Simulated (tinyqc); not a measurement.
# Single-photon avalanche diode, trigger probability and counting: two studies

A multiplication layer of width W with the uniform field V/W; alpha = an exp(-bn/E) for electrons, beta = ap exp(-bp/E) for holes (local model, no dead space). a = alpha W, b = beta W. Electrons enter at x = 0, holes at x = W. P0 is the probability that an electron entering at 0 starts a lasting avalanche, PW the same for a hole entering at W.

Parameters, values chosen for the exercise; ionisation coefficients close to those of germanium: electron prefactor an = 1.55e7 1/cm; electron field bn = 1.59 MV/cm; hole prefactor ap = 9.91e6 1/cm; hole field bp = 1.27 MV/cm; width of the multiplication layer W = 1.5 um; probability that a photon makes a pair that enters the layer eta = 0.61; thermal generation rate in the layer Gd = 780 1/s; dead time td = 20 ns; diode capacitance Cd = 53 fF; quench resistance Rq = 50 kohm; trapping probability per avalanche carrier pa = 8.9e-8; trap release time tt = 22 ns; photon rate nph = 3.1e7 1/s.

Constants: q = 1.602176634e-19 C. Results are converted to the units shown.

Each table varies one quantity; the others keep the values above.

## Effect of the width of the multiplication layer

Breakdown: ln(a/b) = a - b with a not equal to b. Above it PW/(1 - PW) = [P0/(1 - P0)] exp(b - a) and b ln(1 - P0) = a ln(1 - PW); the mean over pairs made evenly in the layer is Pm = ln[(1 - PW)/(1 - P0)]/(a - b). The excess bias is 10 % of VB in every row.

Effect of the width of the multiplication layer:
```
W (um)  VB (V)  E at VB (MV/cm)  beta/alpha at VB      P0      PW
0.15     4.088           0.2725             2.069  0.5231  0.7476
0.25     6.201           0.2480             2.323  0.5380  0.7971
0.41     9.353           0.2281             2.600  0.5494  0.8387
0.67     14.15           0.2113             2.908  0.5582  0.8738
1.1      21.62           0.1966             3.257  0.5648  0.9033
1.8      33.09           0.1838             3.645  0.5693  0.9273
3        51.67           0.1722             4.098  0.5722  0.9471
5        81.00           0.1620             4.609  0.5733  0.9624
```

Read the table: what changes, and by how much?

As W grows, VB rises from 4.09 to 81.0 V, as W^(0.85) on average, the breakdown field falls from 0.273 to 0.162 MV/cm and beta/alpha rises from 2.07 to 4.61. At equal relative excess P0 rises from 0.523 to 0.573 and PW rises from 0.748 to 0.962. For W = 0.15, 0.25 dead space and band-to-band tunnelling, left out here, matter.

## Effect of the excess bias

PDP = eta P0; dark counts Gd Pm; avalanche charge Cd Vx/q; afterpulse probability pa (Cd Vx/q) exp(-td/tt) Pm; true rate n = nph PDP + dark counts; measured n/(1 + n td) (non-paralysable) or n exp(-n td) (paralysable); recharge time Rq Cd.

Results:
```
Vx (V)  Vx/VB (%)       P0      PW      Pm      PDP  dark counts (1/s)  afterpulse (%)
0.28       0.9911  0.07176  0.2259  0.1367  0.04378              106.6         0.04540
0.45        1.593   0.1135  0.3363  0.2104  0.06921              164.1          0.1123
0.71        2.513   0.1746  0.4746  0.3111   0.1065              242.7          0.2620
1.1         3.893   0.2606  0.6286  0.4389   0.1590              342.3          0.5726
1.8         6.371   0.3990  0.7997  0.6125   0.2434              477.7           1.308
2.8         9.911   0.5641  0.9172  0.7736   0.3441              603.4           2.569
4.5         15.93   0.7677  0.9824  0.9128   0.4683              712.0           4.872
11          38.93   0.9952   1.000  0.9992   0.6071              779.4           13.04
```

Estimate the missing row, Vx = 7.1 V.

Computed row:
```
Vx (V)  Vx/VB (%)      P0      PW      Pm     PDP  dark counts (1/s)  afterpulse (%)
7.1         25.13  0.9318  0.9987  0.9829  0.5684              766.7           8.278
```

With this row back in the table: VB is 28.25 V. P0 rises from 0.0718 to 0.995 and PW rises from 0.226 to 1.00; P0 goes as Vx^(0.97) at the start and Vx^(0.15) at the end. Holes trigger better in every row. The afterpulse probability keeps growing, as Vx^(1.04) at the end, because the avalanche charge grows with Vx. For Vx = 7.1, 11 the excess bias passes a quarter of VB, where tunnelling adds dark counts that are left out here.

tinyqc, about 0.01 s, one thread, Intel Xeon 2.30GHz (shared host): `OMP_NUM_THREADS=1 python tinyqc.py 2630149 2630150 out.jsonl`
